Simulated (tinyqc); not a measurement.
Worked calculation: coherent transport through a tight-binding region between two chains. Computed by tinyqc, a small Python program that keeps every step. Settings: temperature = 300, mu = -0.41. Command: `OMP_NUM_THREADS=1 python tinyqc.py 24280 24281 out.jsonl` (the two numbers bound the seeds that draw the settings). One thread of a shared host (Intel(R) Xeon(R) Processor @ 2.60GHz), about 0.08 s of CPU time with the checks.

## Transmission at E = -0.65 eV

H of the central region (eV):
```
[[0.00000, -1.62000, 0.00000, 0.00000, 0.00000, 0.00000],
 [-1.62000, 0.00000, -1.93000, 0.00000, 0.00000, 0.00000],
 [0.00000, -1.93000, 0.00000, -1.93000, 0.00000, 0.00000],
 [0.00000, 0.00000, -1.93000, 0.00000, -0.72000, 0.00000],
 [0.00000, 0.00000, 0.00000, -0.72000, 0.00000, -1.44000],
 [0.00000, 0.00000, 0.00000, 0.00000, -1.44000, 0.00000]]
```

Leads: semi-infinite chains with site energy 0:
```
parameter                           value
lead hopping t (eV)              2.640000
coupling to the left lead (eV)   1.480000
coupling to the right lead (eV)  0.820000
left contact site                       1
right contact site                      6
```

E = -0.65000 eV

Surface Green function g = (E - i sqrt(4 t^2 - E^2)) / (2 t^2); self-energy tc^2 g on each contact site; G = (E - H - Sigma)^(-1); Gamma = -2 Im Sigma; T = Gamma_L Gamma_R |G_LR|^2; local density of states -Im G_ii / pi.

g = -0.04663-0.37591i 1/eV

G (1/eV):
```
[[0.52115-0.46898i, 0.55517-0.42348i, -0.25047+0.25103i, -0.63952+0.50802i, 0.09405-0.21425i, 0.36221-0.35072i],
 [0.55517-0.42348i, -0.02749-0.42538i, 0.04288+0.21220i, 0.04193+0.49685i, -0.07709-0.12026i, -0.05576-0.30271i],
 [-0.25047+0.25103i, 0.04288+0.21220i, 0.22468-0.13924i, 0.55092-0.25909i, -0.10491+0.13934i, -0.32282+0.19244i],
 [-0.63952+0.50802i, 0.04193+0.49685i, 0.55092-0.25909i, 0.14361-0.58411i, 0.04176+0.16719i, -0.05296+0.36752i],
 [0.09405-0.21425i, -0.07709-0.12026i, -0.10491+0.13934i, 0.04176+0.16719i, 0.31891-0.22257i, 0.81752-0.18406i],
 [0.36221-0.35072i, -0.05576-0.30271i, -0.32282+0.19244i, -0.05296+0.36752i, 0.81752-0.18406i, 0.39550-0.26684i]]
```

local density of states (1/eV): [0.14928, 0.13540, 0.04432, 0.18593, 0.07085, 0.08494]

transmission = 0.21162

## Transmission across the band

The same steps on a grid of energies.

T(E):
```
E (eV)             T
-5.0160000  6.95e-08
-4.5144000  9.84e-07
-4.0128000  1.17e-05
-3.5112000   0.00027
-3.0096000   0.03362
-2.5080000   0.00995
-2.0064000   0.06567
-1.5048000   0.82963
-1.0032000   0.47555
-0.5016000   0.14171
0.0000000    0.07738
0.5016000    0.14171
1.0032000    0.47555
1.5048000    0.82963
2.0064000    0.06567
2.5080000    0.00995
3.0096000    0.03362
3.5112000    0.00027
4.0128000   1.17e-05
4.5144000   9.84e-07
5.0160000   6.95e-08
```

levels of the isolated region (eV): [-3.03687, -1.61165, -0.91990, 0.91990, 1.61165, 3.03687]

## Current

I = (2e/h) int T(E) [f(E - mu - V/2) - f(E - mu + V/2)] dE at 300 K with mu = -0.41 eV, the bias not changing H; 2e^2/h = 77.48092 microsiemens; the integral runs over the band on 4001 points.

Current:
```
V (volt)  I (microampere)
0.01000           0.09061
0.05000           0.45347
0.10000           0.90947
0.20000           1.83923
0.40000           3.84497
0.80000           9.09306
```
